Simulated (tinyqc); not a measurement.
## Punch-through p+-n junction, ionisation integral and breakdown: multiplication against voltage

A p+ layer at x < 0 and an n drift layer from x = 0 to L on an n+ substrate. Depletion approximation, built-in voltage neglected. Local ionisation coefficients alpha_n = an exp(-(bn/E)^mx), alpha_p = ap exp(-(bp/E)^mx). Electrons move towards +x, holes towards x = 0.

W = sqrt(2 eps0 eps_r V/(q N)), peak field E0 = q N W/(eps0 eps_r), falling linearly to 0 at W; if W > L the layer is punched through: W = L, E0 = V/L + q N L/(2 eps0 eps_r), falling linearly to E1 = V/L - q N L/(2 eps0 eps_r). G(x) = integral from 0 to x of (alpha_n - alpha_p); I_n = integral of alpha_n exp(-G) (electrons injected at x = 0), I_p = integral of alpha_p exp(G(end) - G) (holes injected at the far edge); M = 1/(1 - I). Integrals on a fine grid; BV is where I_n = 1. Here BV = 1154.13 V; the Miller exponent is n = ln(1 - 1/M)/ln(V/BV).

Values chosen for this exercise; material values close to those of 4H silicon carbide: relative permittivity eps_r = 9.56; prefactor of the electron ionisation coefficient an = 1.72e8 1/cm; field constant for electrons bn = 3.23e7 V/cm; prefactor of the hole ionisation coefficient ap = 3.28e8 1/cm; field constant for holes bp = 2.54e7 V/cm; exponent mx = 1; donor density of the drift layer N = 7.2e15 cm^-3; thickness of the drift layer L = 5 um.

Constants: q = 1.602176634e-19 C, eps0 = 8.8541878128e-14 F/cm where lengths are in cm. Results are converted to the units shown.

Result of one run:
```
E0 (kV/cm),I_n,I_p,M_n,M_p,"Miller n, electrons","Miller n, holes"
1.49e3,3.31e-6,7.93e-4,1.00,1.00,18.2,10.3
```

Which reverse voltage V gave this result: 462, 577, 923, 1060 or 1110 V?

V = 577 V.

The whole series:
```
V (V),E0 (kV/cm),I_n,I_p,M_n,M_p,"Miller n, electrons","Miller n, holes"
462,1.26e3,4.70e-8,2.62e-5,1.00,1.00,18.4,11.5
577,1.49e3,3.31e-6,7.93e-4,1.00,1.00,18.2,10.3
692,1.72e3,7.79e-5,0.00999,1.00,1.01,18.5,9.01
808,1.96e3,9.39e-4,0.0704,1.00,1.08,19.6,7.44
923,2.19e3,0.00746,0.297,1.01,1.42,21.9,5.43
993,2.33e3,0.0252,0.550,1.03,2.22,24.5,3.97
1060,2.46e3,0.0901,0.805,1.10,5.14,28.3,2.55
1110,2.56e3,0.283,0.939,1.39,16.4,32.4,1.62
1140,2.62e3,0.645,0.986,2.82,69.8,35.6,1.17
```

M_n rises from 1.000 to 2.82 and M_p from 1.000 to 69.8; both diverge at BV. The Miller exponent for electrons goes from 18.4 through a minimum of 18.2 (at V = 577 among the rows listed) to 35.6 and that for holes falls from 11.5 to 1.17, so one exponent describes neither over the whole range. The larger multiplication belongs to holes, whose coefficient at the peak field of the last row is 26.5 times the other.

Program tinyqc, `OMP_NUM_THREADS=1 python tinyqc.py 2120132 2120133 out.jsonl`; Intel Xeon 2.30GHz, shared host, one thread, about 0.1 s.
